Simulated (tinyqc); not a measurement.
What moves the results: Boltzmann transport in a parabolic band with a power-law relaxation time. A value that a table varies takes the place of the one given here.

F_j(eta) = (1/Gamma(j + 1)) integral_0^infinity x^j dx/(1 + exp(x - eta)), which tends to exp(eta) for eta << 0.

n = N F_1/2(eta) with N = 2 (m kB T/(4 pi c))^(3/2) with c = hbar^2/2m0, in 1/angstrom^3; times 1e24 for 1/cm^3, m = md.

tau = tau0 x^r with x = E/kT. With K_j = Gamma(j + 1) F_j(eta): <tau> = tau0 (r + 3/2) K_(r+1/2)/((3/2) K_(1/2)); mu = <tau>/(mc m0/e), m0/e = 5.685630e-12 kg/C; Hall factor rH = (3/2) K_(1/2) (2r + 3/2) K_(2r+1/2)/((r + 3/2) K_(r+1/2))^2; Seebeck S = -(kB/e) [(r + 5/2) K_(r+3/2)/((r + 3/2) K_(r+1/2)) - eta]; Lorenz number L = (kB/e)^2 [(r + 7/2) K_(r+5/2)/((r + 3/2) K_(r+1/2)) - ((r + 5/2) K_(r+3/2)/((r + 3/2) K_(r+1/2)))^2]; kB/e in V/K. Valley anisotropy is left out of rH.

Constants: hbar^2/2m0 = 3.80998211 eV angstrom^2; kB = 8.617333262e-05 eV/K.

Values chosen for the exercise (masses near those of Si; tau0 is set for a mobility of the usual size at this n, kL is a free input; freeze-out and phonon drag, which matter near 77 K, are left out; shifted at random, so the results belong to these values and not to a real crystal): md = 1.025 m0 (density-of-states mass); mc = 0.249 m0 (conductivity mass); tau0 = 24 fs (tau at E = kT); r = -0.5 (exponent of tau); T = 200 K; kL = 140 W/(m K) (lattice thermal conductivity); ta = 280 fs (acoustic tau at E = kT and 300 K); ti = 77 fs (impurity tau at E = kT and 300 K); n = 2.7e+19 1/cm^3 (electron density).

## Doping: the thermoelectric optimum

tau0 is held fixed. sigma = e n mu with e = 1.602176634e-19 C; ZT = S^2 sigma T/(kL + L sigma T).

Results:

| n (1/cm^3) | eta | mu (cm^2/(V s)) | sigma (S/cm) | rH | S (microvolt/K) | L (1e-8) | S^2 sigma (mW/(m K^2)) | ZT |
|---|---|---|---|---|---|---|---|---|
| 1.0e+17 | -4.95 | 127 | 2.04 | 1.178 | -599 | 1.486 | 0.0733 | 0.00010 |
| 4.0e+17 | -3.56 | 127 | 8.14 | 1.176 | -480 | 1.490 | 0.188 | 0.00027 |
| 1.0e+18 | -2.63 | 126 | 20.2 | 1.173 | -402 | 1.498 | 0.326 | 0.00047 |
| 4.0e+18 | -1.17 | 123 | 78.6 | 1.160 | -285 | 1.535 | 0.638 | 0.00091 |
| 9.0e+18 | -0.23 | 117 | 169 | 1.141 | -219 | 1.593 | 0.812 | 0.0012 |
| 2.0e+19 | 0.83 | 108 | 346 | 1.111 | -159 | 1.703 | 0.871 | 0.0012 |
| 4.0e+19 | 2.00 | 96.1 | 616 | 1.077 | -112 | 1.856 | 0.778 | 0.0011 |
| 7.0e+19 | 3.24 | 84.6 | 949 | 1.050 | -81 | 2.014 | 0.626 | 0.00089 |
| 1.0e+20 | 4.24 | 77.0 | 1.23e+03 | 1.036 | -65 | 2.117 | 0.517 | 0.00074 |
| 4.0e+20 | 11.13 | 50.3 | 3.22e+03 | 1.007 | -25 | 2.378 | 0.209 | 0.00030 |

|S| falls by 198 microvolt/K from the first to the third row (198 a decade in the non-degenerate range; holes, which count near the intrinsic density, and non-parabolicity are left out). The power factor peaks at 2e+19 1/cm^3 of those listed (eta = 0.83, S = -159); ZT is largest at 2e+19 1/cm^3 (eta = 0.83). mu changes by a factor 0.39 over the table and rH goes from 1.178 to 1.007. A real tau0 would fall with doping.

## The scattering mechanism

eta = 1.30081

Same eta for each exponent.

Results:

| r | mechanism | <tau>/tau0 | rH | S (microvolt/K) | L (1e-8 W ohm/K^2) |
|---|---|---|---|---|---|
| -0.5 | acoustic phonons | 0.609 | 1.096 | -137.8 | 1.762 |
| 0.0 | a constant relaxation time | 1.000 | 1.000 | -173.5 | 1.988 |
| 0.5 | polar optical or piezoelectric scattering | 1.766 | 1.063 | -208.3 | 2.241 |
| 1.5 | ionised impurities | 6.564 | 1.567 | -278.2 | 2.822 |

From r = -1/2 to 3/2 |S| grows by 140.4 microvolt/K, against 2 kB/e = 172.3 in the non-degenerate limit: scattering that favours fast electrons raises the mean energy carried. rH is 1 only for constant tau and reaches 1.567 for r = 3/2; L spans 1.762 to 2.822 against the metallic 2.443.

## Mobility against temperature (two scattering mechanisms together, and the Matthiessen rule)

Non-degenerate electrons. 1/tau(x) = x^(1/2)/tA + 1/(tI x^(3/2)), x = E/kT, with tA = ta (T/300)^(-3/2) and tI = ti (T/300)^(3/2) (the screening logarithm is held fixed). <tau> = integral x^(3/2) tau exp(-x) dx/Gamma(5/2); mu = <tau>/(mc m0/e), m0/e = 5.685630e-12 kg/C. Matthiessen: 1/mu = 1/muA + 1/muI with <tau>A = tA Gamma(2)/Gamma(5/2), <tau>I = tI Gamma(4)/Gamma(5/2).

rH = <tau^2>/<tau>^2. ta and ti are inputs of their own, not tied to tau0.

Mobilities (cm^2/(V s)):

| T (K) | acoustic | impurity | Matthiessen | exact | rH | Matthiessen/exact |
|---|---|---|---|---|---|---|
| 40 | 3.06e+04 | 120 | 119 | 118 | 1.896 | 1.009 |
| 60 | 1.66e+04 | 220 | 217 | 211 | 1.824 | 1.029 |
| 80 | 1.08e+04 | 338 | 328 | 309 | 1.722 | 1.062 |
| 120 | 5.88e+03 | 621 | 562 | 483 | 1.507 | 1.162 |
| 160 | 3.82e+03 | 956 | 765 | 600 | 1.340 | 1.274 |
| 220 | 2.37e+03 | 1.54e+03 | 934 | 671 | 1.187 | 1.392 |
| 300 | 1.49e+03 | 2.45e+03 | 926 | 652 | 1.089 | 1.420 |
| 400 | 966 | 3.78e+03 | 770 | 568 | 1.042 | 1.355 |
| 550 | 599 | 6.09e+03 | 546 | 439 | 1.029 | 1.243 |

The exact mobility peaks at 220 K of those listed. The two mechanisms are equal between 220 and 300 K. The rule overestimates everywhere, most at 300 K (by 42 %), since impurities stop the slow electrons and phonons the fast ones. rH runs between 1.029 and 1.896; the pure limits are 1.178 and 1.933, and the mixture dips below both, since the opposite energy slopes of the two rates leave tau nearly constant. Optical and intervalley phonons, left out, lower real mobilities above about 150 K.

## What moves the coefficients

sigma = e n mu with e = 1.602176634e-19 C; ZT = S^2 sigma T/(kL + L sigma T). Each row changes one parameter from the base and keeps the others.

Results:

| case | mu (cm^2/(V s)) | sigma (S/cm) | S (microvolt/K) | ZT |
|---|---|---|---|---|
| base | 103.2 | 446.5 | -137.8 | 0.00121 |
| md = 1.333 m0 | 109.3 | 472.8 | -165.5 | 0.00185 |
| mc = 0.3237 m0 | 79.40 | 343.5 | -137.8 | 0.000931 |
| n = 5.4e+19 1/cm^3 | 90.05 | 779.1 | -94.9 | 0.00100 |
| tau0 = 36 fs | 154.8 | 669.7 | -137.8 | 0.00181 |
| kL = 70 W/(m K) | 103.2 | 446.5 | -137.8 | 0.00242 |
| T = 250 K | 108.5 | 469.2 | -161.2 | 0.00217 |

The largest shifts from the base row, up to three for each result and ties (the steps differ in size, so this ranks the rows, not the parameters). mu (cm^2/(V s)): tau0 +51.6, mc -23.8, n -13.2; unchanged at the printed digits by kL. sigma (S/cm): n +333, tau0 +223, mc -103; unchanged at the printed digits by kL. S (microvolt/K): n +42.9, md -27.7, T -23.4; unchanged at the printed digits by mc, tau0 and kL. ZT: kL +0.00121, T +0.000964, md +0.000638. The row for T keeps tau0 fixed; for phonon scattering tau0 itself falls as T rises.

(tinyqc, `OMP_NUM_THREADS=1 python tinyqc.py 1650431 1650432 out.jsonl`, Intel(R) Xeon(R) Processor @ 2.30GHz, 1 thread, shared host, about 0.02 s.)
